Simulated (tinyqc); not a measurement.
Against thickness at fixed field: leakage through a gate insulator: direct, Fowler-Nordheim, trap-assisted and Poole-Frenkel currents. Computed by tinyqc, a small Python program. Command: `OMP_NUM_THREADS=1 python tinyqc.py 3000705 3000706 out.jsonl oxideleak walk`. One thread of a shared host (Intel(R) Xeon(R) Processor @ 2.30GHz), about 0.01 s of CPU time with the checks.

Electrons enter from the cathode Fermi level at x = 0; the conduction band of the insulator lies phi_b - e F x above it, F = V/t. WKB exponents use a parabolic band with mass m.

Inputs (values chosen for the exercise, with an insulator like Al2O3):
```
quantity                          value   unit
thickness t                         8.9     nm
barrier phi_b                       2.1     eV
tunnelling mass m                  0.36    m_0
static constant eps_ox             8.81      -
voltage across the insulator V      2.9      V
trap depth phi_t                    1.8     eV
trap density N_t                6.5e+17  cm^-3
attempt rate nu_0                 9e+13    1/s
activation of capture E_a          0.12     eV
temperature T                       300      K
```

Constants: hbar^2/(2 m_0) = 3.80998212 eV angstrom^2; e = 1.602176634e-19 C; hbar = 1.054571817e-34 J s; k_B = 8.617333262e-05 eV/K.

Method:
- For a level a distance phi(x) below the band, the WKB exponent is 2 int kappa dx with kappa = sqrt(m phi/(hbar^2/2m_0)); for a linear barrier from phi_1 down to phi_2 = max(phi_1 - e F d, 0) it is G = (4/3) sqrt(m/(hbar^2/2m_0)) (phi_1^(3/2) - phi_2^(3/2))/(e F).
- J_tun = e^3 F^2/(16 pi^2 hbar m phi_b) x exp(-G) / [1 - sqrt(phi_2/phi_b)]^2 with the free-electron mass in the cathode (m in m_0), phi_2 = max(phi_b - e V, 0): direct tunnelling for e V < phi_b, Fowler-Nordheim above. Image forces, back-flow and the limit on supply are left out, so J_tun is overstated below about 0.5 V.
- Equivalent oxide thickness = 3.9 t/eps_ox.
- A trap at depth x lies phi_t below the band. Capture: tunnel at the cathode Fermi level from 0 to x (G_in from phi_1 = phi_b), rate nu_0 exp(-G_in - E_c/k_B T) with E_c = E_a + max(phi_b - phi_t - e F x, 0), the last term being the height of the trap above the cathode Fermi level. Emission: tunnel from the trap level to the anode (G_out from phi_1 = phi_t over t - x), rate nu_0 exp(-G_out - E_a/k_B T). Re-emission to the cathode follows from detailed balance, rate_back = rate_in exp(dE/k_B T) with dE = phi_b - phi_t - e F x. Each trap passes R = rate_in rate_out/(rate_in + rate_back + rate_out) electrons per second; filling from the anode is left out.
- J_TAT = e N_t int_0^t R dx by the midpoint rule on 400 intervals; the most effective depth is the midpoint with the largest R, rounded to 0.01 nm.

field F = 3.25843 MV/cm

Currents:
```
t (nm)   V (V)  J_tun (A/cm^2)  J_TAT (A/cm^2)
1.2     0.3910      8.5969e+04      9.4521e-01
1.6     0.5213      1.9912e+03      7.1513e-01
2.2     0.7169      1.1148e+01      1.7357e-01
3.0     0.9775      2.2317e-02      1.1710e-02
4.0     1.3034      2.6712e-05      3.5816e-04
5.5     1.7921      1.1585e-08      2.8930e-06
7.5     2.4438      5.1462e-10      1.4022e-08
10.0    3.2584      5.1462e-10      1.9095e-09
```

What does the comparison show, and why?

Between the first rows J_tun falls by 4.09 decades per nm. From t = phi_b/(e F) = 6.44 nm it stops changing, since a triangular barrier does not feel the thickness. J_TAT overtakes J_tun between 3 and 4 nm. Below about 0.5 V the formula for J_tun, which has no back-flow, overstates the current.

Extremes, crossings and ranges named in words are read from the listed rows.
